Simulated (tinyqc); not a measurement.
# Band-to-band tunnelling and avalanche in a reverse-biased abrupt junction, step by step

A worked calculation. Computed by tinyqc, a small Python program that keeps every step. Command: `OMP_NUM_THREADS=1 python tinyqc.py 3006980 3006981 out.jsonl zener walk`. One thread of a shared host (Intel(R) Xeon(R) Processor @ 2.30GHz), about 0.01 s of CPU time with the checks. Intermediate numbers are printed to about 6 digits and carried at full precision; extremes and crossings named in words are read from the listed rows.

Direct Kane tunnelling in the local field (for indirect gaps the mass is an effective fit) and one ionisation coefficient for both carriers. N is the doping of the light side, or N_A N_D/(N_A + N_D) for the symmetric junction; the built-in voltage is taken as E_g/e.

Inputs (values chosen for the exercise, modelled on In0.53Ga0.47As): band gap at 300 K, E_g = 0.758 eV; gap narrowing with temperature, -dE_g/dT = 0.36 meV/K; reduced tunnelling mass m_r = 0.025 m_0; permittivity eps = 13.9; ionisation prefactor a = 5e+06 1/cm; ionisation field at 300 K, b = 1.57e+06 V/cm; relative rise of b with temperature = 6.8 1e-4/K; effective doping N = 2.7e+17 1/cm^3; reverse bias V_R = 2.5 V; current density that defines tunnel breakdown, J_0 = 1 A/cm^2; temperature T = 250 K.

Junction: one-sided.

Constants: eps_0 = 8.8541878128e-12 F/m; e = 1.602176634e-19 C; m_0 = 9.1093837015e-31 kg; hbar = 1.054571817e-34 J s.

## Junction at the given bias

E_g(T) = E_g - (T - 300 K)(-dE_g/dT); b(T) = b [1 + (rise)(T - 300 K)]; w = sqrt(2 eps eps_0 (V_R + E_g/e)/(e N)); F_m = 2 (V_R + E_g/e)/w; the field falls linearly from F_m to 0 across w.

E_g(T) = 0.776 eV

depletion width w = 136.531 nm

peak field F_m = 0.479891 MV/cm

shortest tunnelling distance E_g/(e F_m) = 16.1704 nm

## Kane coefficients and peak generation rate

Kane: G(F) = A F^2 exp(-B/F), A = e^2 sqrt(m_r)/(18 pi hbar^2 sqrt(E_g)), B = pi sqrt(m_r) E_g^(3/2)/(2 e hbar), SI units; J = e int G dx x V_R/(V_R + E_g/e), the last factor making J vanish at zero bias; int G dx = (w/F_m) int_0^F_m G dF by 64 Gauss-Legendre points.

A = 1.74693e+20 1/(cm s V^2)

B = 6.15044 MV/cm

B/F_m = 12.8163

G(F_m) = 1.09269e+26 1/(cm^3 s)

## Tunnel current and multiplication

Avalanche: I = (w/F_m) int_0^F_m a exp(-b/F) dF by 64 Gauss-Legendre points, M = 1/(1 - I), breakdown at I = 1.

tunnel current density = 10.9896 A/cm^2

ionisation integral I = 0.597231

The estimate e G(F_m) w (F_m/B) V_R/(V_R + E_g/e), which keeps only the region near the peak, gives 14.2 A/cm^2.

## Which breakdown comes first?

V_Z solves J = J_0 and V_A solves I = 1; the lower one is the breakdown voltage; temperature coefficients by a central difference of +/- 10 K.

tunnel breakdown V_Z = 1.74263 V

avalanche breakdown V_A = 3.30921 V

breakdown voltage = 1.74263 V

dV_Z/dT = -2.55343 mV/K

dV_A/dT = 4.83284 mV/K

Tunnelling comes first, at 2.2 E_g/e. V_Z falls on heating because the gap shrinks, and V_A rises because carriers lose more energy to phonons. Caution: V_A is below about 5 E_g/e, where the local law understates it, since it ignores the distance a carrier needs to reach the ionisation energy.

## Against the doping

The formulas are those given above.

Breakdown:
```
N (1/cm^3)      V_Z (V)  V_A (V)  F_m at breakdown (MV/cm)       first
5.40e+15    8.15611e+01  51.8940                  0.272124   avalanche
1.40e+16    3.39671e+01  25.9185                  0.311935   avalanche
3.20e+16    1.57251e+01  14.4051                  0.355643   avalanche
8.10e+16    6.42472e+00   7.5526                  0.389690  tunnelling
1.60e+17    3.17876e+00   4.7345                  0.405890  tunnelling
2.70e+17    1.74263e+00   3.3092                  0.420777  tunnelling
5.40e+17    6.49092e-01   2.0509                  0.447617  tunnelling
1.40e+18    3.91784e-02   1.0389                  0.545103  tunnelling
```

The mechanism changes between 3.20e16 and 8.10e16 per cm^3. Across the table V_Z + E_g/e scales as N^-0.83 and V_A as N^-0.70: tunnelling needs a nearly fixed field, while avalanche in a thinner layer needs a higher one. Rows with V_Z below E_g/e understate it, since the local Kane formula overestimates the current there. Rows with V_A below about 5 E_g/e understate it, since the local law ignores the distance a carrier needs to reach the ionisation energy.

Checks made by the program: field integral against adaptive quadrature in x (relative difference 2e-10).
